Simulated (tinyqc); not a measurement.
## Arrhenius plot from several rate windows

Emission rate en = sn vth(T) Nc(T) exp(-Et/kB T) = sn g T^2 exp(-Et/kB T), g = vth Nc/(300 K)^2, as vth goes as T^0.5 and Nc as T^1.5 (degeneracy factor 1). Here the cross-section is thermally activated, sn exp(-Eb/kB T) with Eb = 0.04 eV. Each window ew gives the temperature where en = ew.

Inputs (values chosen for the exercise); material values close to those of 4H silicon carbide:
- Nc = 1.73e19 cm^-3 (conduction-band density of states at 300 K)
- vth = 1.9e7 cm/s (thermal velocity at 300 K)
- Et = 0.46 eV (depth of the trap below the conduction edge)
- sn = 2.9e-17 cm^2 (capture cross-section)

Constants: q = 1.602176634e-19 C, kB = 1.380649e-23 J/K. Results are converted to the units shown.

Result of one run:

| T peak (K) | q/kB T (1/eV) | ln(ew/T^2) | ln ew |
|---|---|---|---|
| 303.0 | 38.30 | -7.577 | 3.850 |

Which rate window ew gave this result: 1.7, 5.1, 15 or 47 1/s?

ew = 47 1/s.

The whole series:

| ew (1/s) | T peak (K) | q/kB T (1/eV) | ln(ew/T^2) | ln ew |
|---|---|---|---|---|
| 1.7 | 261.7 | 44.35 | -10.60 | 0.5306 |
| 5.1 | 274.1 | 42.34 | -9.598 | 1.629 |
| 15 | 287.5 | 40.37 | -8.614 | 2.708 |
| 47 | 303.0 | 38.30 | -7.577 | 3.850 |
| 140 | 319.5 | 36.32 | -6.592 | 4.942 |
| 430 | 338.2 | 34.31 | -5.584 | 6.064 |
| 1300 | 358.9 | 32.33 | -4.596 | 7.170 |
| 3900 | 381.9 | 30.38 | -3.622 | 8.269 |

The peak rises from 262 to 382 K. ln(ew/T^2) against q/kB T is a straight line of slope -0.5000 eV, which is Et + Eb and not Et = 0.46 eV: a capture barrier adds to the activation energy. Its intercept gives sn = 2.90e-17 cm^2. Leaving out the T^2 gives 0.5542 eV, too high by about 2 kB T.

Numbers from tinyqc (`OMP_NUM_THREADS=1 python tinyqc.py 2050093 2050094 out.jsonl`; about 0.01 s on one thread of a shared Intel Xeon 2.30GHz).
